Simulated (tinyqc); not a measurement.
# p-n diode, drift-diffusion by the Gummel loop with Scharfetter-Gummel fluxes: current against voltage in the dark

Abrupt junction at x = 0, p side from -Lp, n side to Ln, ohmic contacts. psi is counted from the intrinsic level; n = ni exp((psi - phin)/Vt), p = ni exp((phip - psi)/Vt). Contacts: p side psi = V - Vt ln(Na/ni), p = Na, n = ni^2/Na; n side psi = Vt ln(Nd/ni), n = Nd, p = ni^2/Nd. Constant mobilities, D = mu Vt, Boltzmann statistics, SRH recombination through a mid-gap level, U = (n p - ni^2)/(tp (n + ni) + tn (p + ni)). Current is positive from the p contact to the n contact.

ni = sqrt(Nc Nv) exp(-Eg/(2 Vt)), Eg in volts. Poisson and both continuity equations are solved self-consistently with Scharfetter-Gummel fluxes on a graded mesh of 500 nodes. J_scr is q times the integral of U between -xp and xn. Ideal diffusion current J_id = q ni^2 [Dn coth(wp/Le)/(Le Na) + Dp coth(wn/Lh)/(Lh Nd)] (exp(V/Vt) - 1), Le = sqrt(Dn tn), Lh = sqrt(Dp tp), wp = Lp - xp, wn = Ln - xn, with xp and xn from the depletion approximation (W = sqrt(2 eps0 eps_r (Vbi - V)(1/Na + 1/Nd)/q), xp = W Nd/(Na + Nd), xn = W Na/(Na + Nd), Vbi = Vt ln(Na Nd/ni^2)). Ideality factor = 0.004 V/(Vt ln[J(V + 0.004 V)/J(V)]). Here G = 0.

Inputs (values chosen for the exercise); band and dielectric values close to those of cadmium telluride:
- T = 300 K (temperature)
- Eg = 1.49 eV (band gap)
- eps_r = 10.1 (relative permittivity)
- Nc = 7.98e17 cm^-3 (conduction-band density of states at T)
- Nv = 1.83e19 cm^-3 (valence-band density of states at T)
- Na = 3.1e16 cm^-3 (acceptor density of the p side)
- Nd = 2e17 cm^-3 (donor density of the n side)
- mun = 530 cm^2/(V s) (electron mobility)
- mup = 44 cm^2/(V s) (hole mobility)
- tn = 8e-7 s (SRH lifetime of electrons)
- tp = 4e-8 s (SRH lifetime of holes)
- Lp = 3.8 um (length of the p side)
- Ln = 4.2 um (length of the n side)
- G = 0 cm^-3 s^-1 (uniform generation rate)

Constants: q = 1.602176634e-19 C, kB = 1.380649e-23 J/K, Vt = kB T/q, eps0 = 8.8541878128e-14 F/cm where lengths are in cm. Results are converted to the units shown.

Current against voltage in the dark:
```
V (V)	J (A/cm^2)	ideality factor	J_scr/J (%)	J_id (A/cm^2)	share recombining at the contacts (%)	larger minority/doping at -xp and xn
0.26	8.60e-11	1.93	100	6.37e-15	0.00723	5.39e-17
0.37	7.72e-10	1.94	99.9	4.48e-13	0.0566	3.78e-15
0.49	8.51e-9	1.92	99.5	4.63e-11	0.531	3.89e-13
0.6	8.01e-8	1.85	95.9	3.25e-9	3.96	2.72e-11
0.71	9.36e-7	1.55	75.6	2.28e-7	23.8	1.89e-9
0.83	3.17e-5	1.13	25.8	2.36e-5	72.5	1.93e-7
0.94	0.00173	1.02	4.66	0.00166	93.2	1.33e-5
1.06	0.171	1.00	0.618	0.171	97.1	0.00131
1.17	11.3	1.06	0.0961	12.0	97.6	0.0744
```

What does the table show?

J rises from 8.60e-11 to 11.3 A/cm^2; the ideality factor moves up and down between 1.00 and 1.94. Recombination in the depleted layer carries over half of the current up to V = 0.71 V, where the factor is 1.55; it grows roughly as exp(V/2 Vt), so diffusion overtakes it. Where the factor is lowest (V = 1.06 V), J is 0.26 % above the ideal diffusion current.

tinyqc, about 0.2 s, one thread, Intel Xeon 2.30GHz (shared host): `OMP_NUM_THREADS=1 python tinyqc.py 2240134 2240135 out.jsonl`
